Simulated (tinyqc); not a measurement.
Inside a calculation. Method: Hubbard ring of 3 sites. One step of it, computed by the program tinyqc.

Problem. The many-body Hamiltonian. Basis: all placements (u, d, 2, 0 on each site), up operators ordered before down ones; hops carry the sign of the same-spin electrons passed.

one-body matrix (hopping and site energies) (eV), order 1, 2, 3:
$$\begin{pmatrix}
0.110000 & -1.180000 & -1.180000 \\
-1.180000 & -0.010000 & -1.180000 \\
-1.180000 & -1.180000 & -0.560000
\end{pmatrix}$$

U = 1.100000 eV

electrons, up and down: [2, 2]

Give: H.

Solution.

H (eV):
```
        220     2ud     u2d     2du     202     ud2     d2u     du2
220   2.400  -1.180   1.180  -1.180   0.000   0.000   1.180   0.000
2ud  -1.180   0.750  -1.180   0.000  -1.180   0.000   0.000   1.180
u2d   1.180  -1.180   0.630   0.000   0.000  -1.180   0.000   0.000
2du  -1.180   0.000   0.000   0.750  -1.180   1.180  -1.180   0.000
202   0.000  -1.180   0.000  -1.180   1.300  -1.180   0.000  -1.180
ud2   0.000   0.000  -1.180   1.180  -1.180   0.080   0.000   0.000
d2u   1.180   0.000   0.000  -1.180   0.000   0.000   0.630  -1.180
du2   0.000   1.180   0.000   0.000  -1.180   0.000  -1.180   0.080
022   0.000   0.000   1.180   0.000   0.000  -1.180   1.180  -1.180

        022
220   0.000
2ud   0.000
u2d   1.180
2du   0.000
202   0.000
ud2  -1.180
d2u   1.180
du2  -1.180
022   1.060
```
